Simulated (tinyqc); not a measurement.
CMOS latch-up, two-transistor model: two steps of the calculation.

A parasitic pnp (emitter at Vdd, base shunted by Rw) and npn (emitter at ground, base shunted by Rs) feed each other: the npn collector current flows out of the pnp base node, the pnp collector current into the npn base node. Forward-active transistors with constant gains: Icn = Isn exp(Vn/Vt), Icp = Isp (exp(Vp/Vt) - 1). A current Ii is injected into the npn base node.

Values chosen for this exercise; values close to those of bulk CMOS:
```
symbol    value  unit                                            meaning
T           300     K                                        temperature
bn          4.2                                  current gain of the npn
bp            4                                  current gain of the pnp
Isn     5.3e-16     A                 saturation current of the npn at T
Isp       9e-16     A                 saturation current of the pnp at T
Rs          280   ohm              substrate resistance shunting the npn
Rw          810   ohm                   well resistance shunting the pnp
R2          140   ohm  resistance from the pnp collector to the npn base
Von        0.76     V               base-emitter voltage in the on state
Vsat       0.16     V                                 saturation voltage
Vdd         1.8     V                                     supply voltage
Ii         2.38    mA                current injected into the substrate
```

Constants: q = 1.602176634e-19 C, kB = 1.380649e-23 J/K, Vt = kB T/q. Results are converted to the units shown.

Problem 1. Holding current and voltage. On state with both base-emitter voltages at Von: npn base current Ib = (Von/Rs + bp Von/Rw)/(bn bp - 1), holding current Ih = (bn + 1) Ib + Von/Rs, holding voltage Vh = Vsat + Von + R2 (Ib + Von/Rs).

Find: bn bp; Ib; Ih; Vh.

Solution 1.

bn bp = 16.80
Ib = 0.4093 mA
Ih = 4.843 mA
Vh = 1.357 V

Vh is below Vdd = 1.8 V, so the supply can sustain a latched state.

Problem 2. Response to the injected current, once round the loop per iteration. Icn = Isn exp(Vn/Vt); Vp solves Vp/Rw + Icp/bp = Icn; Vn(new) solves Vn/Rs + (Isn/bn) exp(Vn/Vt) = Icp + Ii.

Vn at the start = 0.57 V

Wanted: Icn; Vp; Icp; Vn after iteration 1.

Solution 2.

Icn = 0.0019946 mA
Vp = 0.0016156 V
Icp = 5.8040e-14 mA
Vn after iteration 1 = 0.66177 V

Numbers from tinyqc (`OMP_NUM_THREADS=1 python tinyqc.py 2670014 2670015 out.jsonl`; about 0.04 s on one thread of a shared Intel Xeon 2.30GHz).
